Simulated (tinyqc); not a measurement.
Gate voltage for a given inversion charge.

Question. p-type body, charge-sheet picture, depletion and inversion only, full ionisation (an idealisation for deep acceptors), Boltzmann statistics (rough once Na exp(x - xn) passes about Nc/7). In units of Vt: xg = (Vg - Vfb)/Vt, x = psi/Vt, G = gamma/sqrt(Vt), xn = (2 phiF + Vc)/Vt. The implicit equation is (xg - x)^2 = G^2 [x - 1 + exp(x - xn)] for x above about 3. Cox = eps0 eox/tox. ni = sqrt(Nc Nv) exp(-Eg/(2 Vt)), Eg in volts; phiF = Vt ln(Na/ni); gamma = sqrt(2 q eps0 eps_r Na)/Cox. N_inv = (Cox Vt G/q) [sqrt(x - 1 + exp(x - xn)) - sqrt(x - 1)]. Find x - xn, psi and Vg.

Parameters, values chosen for the exercise; band and dielectric values close to those of germanium: temperature T = 300 K; band gap Eg = 0.669 eV; relative permittivity eps_r = 16.2; conduction-band density of states at T Nc = 1.03e19 cm^-3; valence-band density of states at T Nv = 6.06e18 cm^-3; relative permittivity of the gate insulator (close to silicon dioxide) eox = 3.9; insulator thickness tox = 9.4 nm; acceptor density Na = 5.4e17 cm^-3; flat-band voltage Vfb = -0.99 V; channel-body voltage Vc = 0.5 V.

Constants: q = 1.602176634e-19 C, kB = 1.380649e-23 J/K, Vt = kB T/q, eps0 = 8.8541878128e-14 F/cm where lengths are in cm. Results are converted to the units shown.

N_inv = 7.1e10 cm^-2

Solution. N_inv rises steadily with x, so it fixes x; the implicit equation then gives xg directly.

x - xn = 0.5900
psi = 1.046 V
Vg = 1.456 V

tinyqc, about 0.01 s, one thread, Intel Xeon 2.30GHz (shared host): `OMP_NUM_THREADS=1 python tinyqc.py 2122061 2122062 out.jsonl`
